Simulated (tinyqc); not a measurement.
Bloch-Grueneisen resistivity of a metal: one step, computed by the program tinyqc. Command: `OMP_NUM_THREADS=1 python tinyqc.py 3015996 3015997 out.jsonl bg walk`. One thread of a shared host (Intel(R) Xeon(R) Processor @ 2.30GHz), about 0.01 s of CPU time with the checks.

Electrons scatter from a Debye spectrum of phonons (n = 5 for scattering within one band, n = 3 for scattering into a second, heavy band) and from static defects.

Question. Total resistivity and derived numbers. J_n(y) = int_0^y x^n e^x/(e^x - 1)^2 dx, by 96 Gauss-Legendre points (upper limit at most 60). rho_ph = (n - 1) rho_1 (T/Theta)^n J_n(Theta/T), with rho_1 = 2 pi lambda_tr k_B Theta/(hbar eps_0 w_p^2), the high-temperature line at T = Theta. Parallel-resistor saturation: 1/rho = 1/(rho_0 + rho_ph) + 1/rho_sat. Temperature coefficient (1/rho) d rho/dT by a central difference of +/- 0.5 K; residual ratio rho(295 K)/rho(4.2 K); scattering time tau = 1/(eps_0 w_p^2 rho); Wiedemann-Franz kappa = L_0 T/rho, L_0 = (pi^2/3)(k_B/e)^2.

Inputs (values chosen for the exercise, modelled on nickel):
```
quantity                      value         unit
exponent n                        5            -
Debye temperature Theta         379            K
transport coupling lambda_tr   0.21            -
Drude plasma energy hbar w_p    5.9           eV
residual resistivity rho_0       10  microohm cm
temperature T                   200            K
saturation resistivity          170  microohm cm
```

Addition: saturation.

Constants: k_B = 1.380649e-23 J/K; hbar = 1.054571817e-34 J s; eps_0 = 8.8541878128e-12 F/m; hbar = 6.582119569e-16 eV s; k_B = 8.617333262e-05 eV/K.

Give: resistivity rho; temperature coefficient; residual resistance ratio; scattering time; Wiedemann-Franz conductivity.

Answer.

resistivity rho = 12.94 microohm cm

temperature coefficient = 1.814 1e-3/K

residual resistance ratio = 1.596

scattering time = 10.86 fs

Wiedemann-Franz conductivity = 37.76 W/(m K)
